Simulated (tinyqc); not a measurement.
Worked calculation: precursor delivery and alloy composition in metal-organic vapour-phase epitaxy. Computed by tinyqc, a small Python program that keeps every step. Command: `OMP_NUM_THREADS=1 python tinyqc.py 3020353 3020354 out.jsonl movpe walk`. One thread of a shared host (Intel(R) Xeon(R) Processor @ 2.30GHz), about 0.01 s of CPU time with the checks. Intermediate numbers are printed to about 5 digits and carried at full precision; extremes and crossings named in words are read from the listed rows.

Carrier gas leaves each bubbler saturated. Group-III species cross a boundary layer and react at the surface; element 2 can also desorb. The film is (1)_(1-x) (2)_x V with a zinc-blende cell.

Inputs (values chosen for the exercise, close to those used for InGaP from TEGa and TMIn):
```
quantity                                   value      unit
source 1: a in log10(p/torr) = a - b/T      8.08         -
source 1: b                                 2162         K
source 1: bath temperature                    16         C
source 1: carrier flow                       3.3      sccm
source 2: a                                10.52         -
source 2: b                                 3014         K
source 2: bath temperature                    20         C
source 2: carrier flow                       100      sccm
bubbler pressure p_b                         400      torr
group-V hydride flow                          21      sccm
total flow                                    18       slm
reactor pressure p                            40      torr
diffusivity D0 at 273.15 K and 760 torr     0.41    cm^2/s
boundary layer delta                        0.85        cm
prefactor of the surface rate k_s        7.8e+13      cm/s
energy of k_s                                  2        eV
prefactor of the loss of element 2       1.6e+15  layers/s
energy of the loss                          3.09        eV
lattice constant a                          5.65  angstrom
growth temperature T                         640         C
```

Constants: k_B = 1.380649e-23 J/K; k_B = 8.617333262e-05 eV/K.

## Molar flows

Temperatures in kelvin are T(C) + 273.15. Vapour pressure p_v = 10^(a - b/T); precursor flow = carrier flow x p_v/(p_b - p_v); 1 sccm = 44.615 micromol/min; V/III = hydride flow over the sum of both; gas share x_g = F2/(F1 + F2).

vapour pressures (torr): source 1 4.0079, source 2 1.7321

molar flows (micromol/min): F1 1.4901, F2 19.403

V/III ratio = 44.842

gas share x_g = 0.92868

The slope of F2 with the temperature of bath 2 is b ln(10)/T^2 x p_b/(p_b - p_v) = 8.1 % per kelvin.

## Transport to the surface

Partial pressure p_i = p F_i/(44615 x total flow in slm); density n_i = p_i/(k_B T), 1 torr = 133.322 Pa; D = D0 (T/273.15)^1.75 (760/p), h = D/delta, the same for both; k_s = prefactor x exp(-energy/(k_B T)); arrival J_i = n_i/(1/h + 1/k_s); in layers per second g_i = J_i a^2/2 (two group-III sites per a^2 on (001)).

densities (1/cm^3): n1 7.8488e+11, n2 1.0220e+13

h = 75.747 cm/s

k_s = 714.28 cm/s

arrival rates (layers/s): g1 0.085795, g2 1.1172

Growth is transport-limited.

## Composition and growth rate

Loss of element 2 is r x with r = prefactor x exp(-energy/(k_B T)). Then x = (g2 - r x)/(g1 + g2 - r x), or r x^2 - (g1 + g2 + r) x + g2 = 0, smaller root; growth rate G = g1/(1 - x) layers/s; one layer is a/2 thick, 1 angstrom/s = 0.36 um/h. Distribution coefficient = [x/(1 - x)]/[x_g/(1 - x_g)], x_g = g2/(g1 + g2).

loss rate r = 0.014127 layers/s

solid share x = 0.92789

growth rate G = 1.2101 um/h

distribution coefficient = 0.98827

Desorption is negligible, so the solid copies the gas. Caution: the lattice constant is held fixed as x changes, delta does not respond to the flow, both precursors share one D and k_s, and gas-phase side reactions are left out.

## Three regimes over temperature

The formulas are those given above.

Growth:
```
T (C)       k_s/h  r (layers/s)        x  G (um/h)
450    1.7849e-02    4.6697e-07  0.92868    0.0199
500    1.2654e-01    1.1533e-05  0.92867    0.1341
550    7.0224e-01    1.9295e-04  0.92866    0.5163
600    3.1833e+00    2.3377e-03  0.92852    0.9935
650    1.2184e+01    2.1617e-02  0.92751    1.2404
700    4.0430e+01    1.5905e-01  0.92009    1.2362
750    1.1879e+02    9.6286e-01  0.83748    0.6413
800    3.1443e+02    4.9285e+00  0.27392    0.1495
850    7.6041e+02    2.1814e+01  0.06572    0.1205
```

G peaks at 650 C among these rows. Between the first rows the apparent energy is 1.84 eV, against 2 eV for k_s, which controls there; k_s passes h between 550 and 600 C, well above which G depends weakly on T until desorption sets in. Among these rows x stays within 2 % of x_g up to 700 C and then falls, to 0.066 in the last row, as element 2 desorbs. Caution: in these rows, too, a is fixed and both precursors share one D and k_s.

Checks made by the program: balance of element 2 (relative difference below 1e-10).
